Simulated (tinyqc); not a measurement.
Worked calculation: tight binding, dimerised chain. One step of it, computed by the program tinyqc.

Task: Bloch Hamiltonian at k. H_AA = +delta, H_BB = -delta, H_AB = -t1 - t2 exp(-i k a).

Parameters chosen for this model:

| parameter | value | unit |
|---|---|---|
| t1 | 2.330000 | eV, inside the cell |
| t2 | 1.100000 | eV, between cells |
| delta | 0 | eV, +/- on the two sites |

k point k (2 pi / a): 0.210000

Give: H(k) at k.

Result:

H(k) at k (eV):
```
                 A                B
A           0.0000  -2.6036+1.0654i
B  -2.6036-1.0654i           0.0000
```
